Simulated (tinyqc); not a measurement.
Trap-assisted generation and recombination current of an abrupt junction: one step, computed by the program tinyqc.

Depletion approximation, flat quasi-Fermi levels across the depleted layer, long neutral regions with minority lifetimes tau_n and tau_p, full ionisation and Boltzmann statistics. Voltages in exponents stand for e V.

Task: Depleted layer under reverse bias. W = sqrt(2 eps eps_0 (V_bi - V)(1/N_A + 1/N_D)/e), x_p = W N_D/(N_A + N_D), x_n = W - x_p, peak field F_m = 2 (V_bi - V)/W; reverse bias means V = -V_r.

Inputs (values chosen for the exercise, with bands and screening modelled on silicon):
```
quantity                   value   unit
dielectric constant eps     11.7      -
acceptor density N_A     3.4e+17  cm^-3
donor density N_D        1.6e+17  cm^-3
reverse bias V_r             1.9      V
temperature T                250      K
```

Field enhancement: none.

V_bi = 0.9332229 V

Constants: eps_0 = 8.8541878128e-12 F/m; e = 1.602176634e-19 C.

Give: W; x_p; x_n; peak field F_m.

Result:

W = 183.5 nm

x_p = 58.72 nm

x_n = 124.8 nm

peak field F_m = 3.088e+05 V/cm
